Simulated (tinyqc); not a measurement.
Composition and strain of an epitaxial Si(1-x)Ge(x) layer from Raman and X-ray peaks: one step, computed by the program tinyqc.

A (001) layer, biaxially strained in the plane. The Raman peaks follow empirical lines omega = w0 + c1 x + c3 x^3 + b eps (c3 for Si-Ge alone), with eps the in-plane strain.

Task: Lattice constants and strain. Relaxed lattice constant a(x) = a_Si + (a_Ge - a_Si) x - B x (1 - x). In-plane constant a_par = a_sub + R (a(x) - a_sub); eps = a_par/a(x) - 1; eps_perp = -(2 C12/C11) eps with 2 C12/C11 linear in x; a_perp = a(x) (1 + eps_perp). The buffer has a_sub = a(y).

Inputs (values chosen for the exercise, modelled on silicon-germanium):
```
quantity                     value      unit
Ge fraction x                 0.29         -
degree of relaxation R           0         -
Ge fraction y of the buffer   0.05         -
lattice constant of Si       5.431  angstrom
lattice constant of Ge       5.658  angstrom
bowing B                     0.026  angstrom
2 C12/C11 of Si              0.778         -
2 C12/C11 of Ge              0.754         -
```

Substrate: relaxed alloy buffer.

Give: relaxed constant a(x); substrate constant a_sub; a_par; in-plane strain eps; strain along the normal; a_perp.

Result:

relaxed constant a(x) = 5.4915 angstrom

substrate constant a_sub = 5.441115 angstrom

a_par = 5.441115 angstrom

in-plane strain eps = -9.1709 per mille

strain along the normal = 7.0711 per mille

a_perp = 5.5303 angstrom

The layer is under compression in the plane and is stretched along the normal.
